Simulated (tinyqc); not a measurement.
Free and trapped electrons in a MOS channel with a dense trap tail: two steps of the calculation.

p-type body, charge-sheet picture, full ionisation (an idealisation for deep acceptors), Boltzmann statistics for free electrons. e = Ec - EF at the surface. Acceptor-like traps of density D(E) = D0 + De exp(-E/Ew) at depth E below Ec, from 0 to Eu, hold n_t = integral of D(E)/(1 + exp((e - E)/Vt)). psi = Eg - Vt ln(Nv/Na) - e; N_dep = sqrt(2 eps0 eps_r Na (psi - Vt)/q); n_f = sqrt(N_dep^2 + 2 eps0 eps_r Vt Nc exp(-e/Vt)/q) - N_dep; Vg = Vfb + psi + q (N_dep + n_t + n_f)/Cox, Cox = eps0 eox/tox.

Parameters, values chosen for the exercise; band and dielectric values close to those of 4H silicon carbide: temperature T = 300 K; band gap Eg = 3.23 eV; relative permittivity eps_r = 9.74; conduction-band density of states at T Nc = 1.68e19 cm^-3; valence-band density of states at T Nv = 2.54e19 cm^-3; relative permittivity of the insulator eox = 3.9; insulator thickness tox = 53 nm; acceptor density Na = 3e16 cm^-3; flat-band voltage without trapped charge Vfb = -2.29 V; constant background density of acceptor-like traps D0 = 9.3e10 cm^-2 eV^-1; density of the tail at the conduction edge De = 6.5e13 cm^-2 eV^-1; decay energy of the tail Ew = 0.11 eV; depth below Ec down to which the traps reach Eu = 0.81 eV; mobility of free electrons mf = 63 cm^2/(V s); Ec - EF at the surface e = 0.032 eV.

Constants: q = 1.602176634e-19 C, kB = 1.380649e-23 J/K, Vt = kB T/q, eps0 = 8.8541878128e-14 F/cm where lengths are in cm. Results are converted to the units shown.

Problem 1. Trapped charge. Trapezoid rule on 14 equal steps from 0 to Eu, f = 1/(1 + exp((e - E)/Vt)).

Give: E; D(E) f; n_t.

Solution 1.

E, point 0 to 14 (eV): [0, 0.057857, 0.11571, 0.17357, 0.23143, 0.28929, 0.34714, 0.40500, 0.46286, 0.52071, 0.57857, 0.63643, 0.69429, 0.75214, 0.81000]
D(E) f, point 0 to 14 (cm^-2 eV^-1): [1.4634e13, 2.8152e13, 2.1934e13, 1.3453e13, 8.0181e12, 4.7785e12, 2.8621e12, 1.7295e12, 1.0601e12, 6.6456e11, 4.3078e11, 2.9262e11, 2.1097e11, 1.6272e11, 1.3420e11]
n_t = 5.2727e12 cm^-2

Problem 2. Charges and gate voltage. psi, N_dep, n_f and Vg as defined, with the n_t given; free share n_f/(n_f + n_t); apparent mobility mf n_f/(n_f + n_t); gate voltage spent on traps q n_t/Cox.

n_t = 5.2727159e12 cm^-2

Give: psi; N_dep; n_f; Vg; free share; apparent mobility; gate voltage spent on traps.

Solution 2.

psi = 3.0237 V
N_dep = 9.8397e11 cm^-2
n_f = 5.4056e11 cm^-2
Vg = 17.449 V
free share = 9.2987 %
apparent mobility = 5.8582 cm^2/(V s)
gate voltage spent on traps = 12.966 V

Program tinyqc, `OMP_NUM_THREADS=1 python tinyqc.py 2222194 2222195 out.jsonl`; Intel Xeon 2.30GHz, shared host, one thread, about 0.02 s.
